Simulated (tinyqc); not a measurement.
Worked calculation: donor near an oxide interface in a gate field (two-state model). Values are carried at full precision from step to step, so a last printed digit may differ when a step is redone from the rounded ones.

Interface at z = 0 (hard wall), donor at z = d, field F pulling electrons to the interface: potential e F z; 1 kV/cm = 1e-5 eV/angstrom, c = hbar^2/2m0, q = e^2/(4 pi eps0), Q = (eps - eo)/(eps + eo). Donor state: E_D = e F d - ED - q Q/(4 eps d), the last term joining the images of ion and electron. Interface state: z exp(-b z/2) exp(-rho^2/(2 L^2)) with E_z = c b^2/(4 mz) + 3 e F/b + q Q b/(8 eps), minimised over b; in the plane at z = 3/b the ion (distance D = d - 3/b) and its image (D' = d + 3/b) give E_rho = c/(mt L^2) - (q/eps)(sqrt(pi)/L)[erfcx(D/L) + Q erfcx(D'/L)], erfcx(x) = exp(x^2) erfc(x), minimised over L. E_I = E_z + E_rho.

Constants: hbar^2/2m0 = 3.80998211 eV angstrom^2; e^2/(4 pi eps0) = 14.39964547 eV angstrom.

Parameters, chosen for this exercise (near those of a donor in Si below SiO2, static dielectric constants; the results hold for these values, not for the real material): d = 90 angstrom (depth of the donor); ED = 43.5 meV (bulk binding energy); mz = 0.916 m0 (mass across the interface); mt = 0.195 m0 (mass in the plane); eps = 11.2 (dielectric constant of the semiconductor); eo = 3.9 (dielectric constant of the oxide); F = 81.2 kV/cm (field in the semiconductor); aD = 15 angstrom (donor radius); v = 0.59 (valley factor).

## The interface state across the interface

Solve c b/(2 mz) - 3 e F/b^2 + q Q/(8 eps) = 0; give Q, b, the three terms of E_z and <z> = 3/b.

Q = 0.4834
b = 0.09432 1/angstrom

kinetic, field and image terms (meV): 9.25  25.83  7.33

<z> = 31.8 angstrom

The image pushes the electron away from the oxide; without it <z> would be 28.5 angstrom.

## Binding in the plane

Give D, D', the best L, both terms and E_rho.

D, D' (angstrom): 58.2  121.8

L = 72.0 angstrom

kinetic and Coulomb terms (meV): 3.77  -19.87

E_rho = -16.10 meV

The bottom of the well lies at -27.2 meV, so the level is 41 % of the way up; L/D = 1.24. Above the critical field the ionised donor would thus still hold its electron as a dot at the interface.

## Where the electron sits

The two states couple by t = t0 exp(-D/aD) with t0 = q/(eps aD) (2 aD/L) sqrt(aD b/2) v, v a valley factor; this form is an estimate. With detuning u = E_D - E_I the splitting is sqrt(u^2 + 4 t^2) and the lower state has weight (1 - u/sqrt(u^2 + 4 t^2))/2 on the donor.

Give E_D, E_I, t, the splitting and the donor weight.

E_D, E_I (meV): 27.85  26.30

t = 0.366 meV
splitting = 1.71 meV
donor weight = 0.048

The electron is at the interface; the contact hyperfine coupling scales with the donor weight. With this t, the tunnelling time pi hbar/(2t) at a crossing would be 2.82 ps (hbar = 6.58212e-16 eV s); here the detuning is 4.23 t.

## Critical field

Find F at which E_D = E_I; compare the rule e F d = ED. The crossing width is 4t/(e D), with t and D formed anew at that field.

critical field = 78.4 kV/cm
ED/(e d) = 48.3 kV/cm
width = 2.6 kV/cm

The confinement energy E_z = 41.5 meV raises the field needed and the attraction E_rho = -16.2 meV lowers it; the result is 1.62 times the simple rule.

## Checks

- E_z without images against 1.5 x 6^(2/3)/2 (c (e F)^2/mz)^(1/3), meV: both 34.66.
- E_rho from the radial equation in the full Coulomb well against the Gaussian trial function, meV: -16.2 against -16.1.

Run: tinyqc, `OMP_NUM_THREADS=1 python tinyqc.py 1250901 1250902 out.jsonl`; Intel(R) Xeon(R) Processor @ 2.30GHz, one thread, shared host; about 0.08 s of CPU time with all checks.
